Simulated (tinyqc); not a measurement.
From weak to strong coupling: mean-field antiferromagnet of the Hubbard model on the square lattice.

e(k) = -2 t (cx + cy) - 4 t2 cx cy, ci = cos ki; one electron a site; Q = (pi, pi). <n_up - n_dn> = m cos(Q.R) gives Delta = U m/2 and bands E = e+ -/+ sqrt(e-^2 + Delta^2), e+- = (e(k) +- e(k + Q))/2 (the constant U/2 is dropped). Means run over the mesh k_i = 2 pi (j + 1/2)/N of the whole zone: mu from mean(f(E-) + f(E+)) = 1; m(out) = mean of Delta (f(E-) - f(E+))/sqrt(e-^2 + Delta^2); free energy per site F = -kT mean[ln(1 + exp(-(E- - mu)/kT)) + ln(1 + exp(-(E+ - mu)/kT))] + mu + U m^2/4. Order at T > 0 in two dimensions is an artefact of mean field.

Constants: kB = 8.617333262e-05 eV/K.
Values chosen for the exercise: t = 0.26 eV (nearest hopping); t2 = -0.04 eV (second hopping); T = 600 K.

Mesh N = 48, start m = 0.9, at most 400 steps; U takes the listed multiples of t. The gap (negative: overlap) is read for that Delta on the unshifted mesh N = 64, which holds the band extrema.

Results:
```
U/t       m  Delta (eV)  gap (eV)  F - F(0) (meV)  J = 4 t^2/U (meV)
1.5   0.000       0.000    -0.160            0.00                693
2.0   0.000       0.000    -0.160            0.00                520
3.0   0.546       0.213     0.266           -9.47                347
5.0   0.772       0.502     0.844          -70.10                208
6.0   0.827       0.645     1.131         -111.88                173
8.0   0.893       0.928     1.697         -208.91                130
12.0  0.948       1.479     2.799         -431.62                 87
20.0  0.981       2.549     4.939         -919.15                 52
```

Give the missing row, U/t = 4.0.

Computed row:
```
U/t      m  Delta (eV)  gap (eV)  F - F(0) (meV)  J = 4 t^2/U (meV)
4.0  0.689       0.358     0.557          -35.05                260
```

On this mesh a moment above 0.02 first appears at U/t = 3 of those listed; an indirect gap is open from U/t = 3 on. With t2/t = -0.15 nesting is spoilt, so order needs a finite U. At U/t = 20 m has reached 0.981 and the gap is 0.95 U. Mean field leaves out spin fluctuations, which lower m (at large U to about 0.6 on the square and 0.85 on the simple cubic lattice) and the ordering temperature, which is zero in two dimensions.

Program tinyqc; command `OMP_NUM_THREADS=1 python tinyqc.py 1650768 1650769 out.jsonl`; about 0.2 s on one thread of a shared Intel(R) Xeon(R) Processor @ 2.30GHz.
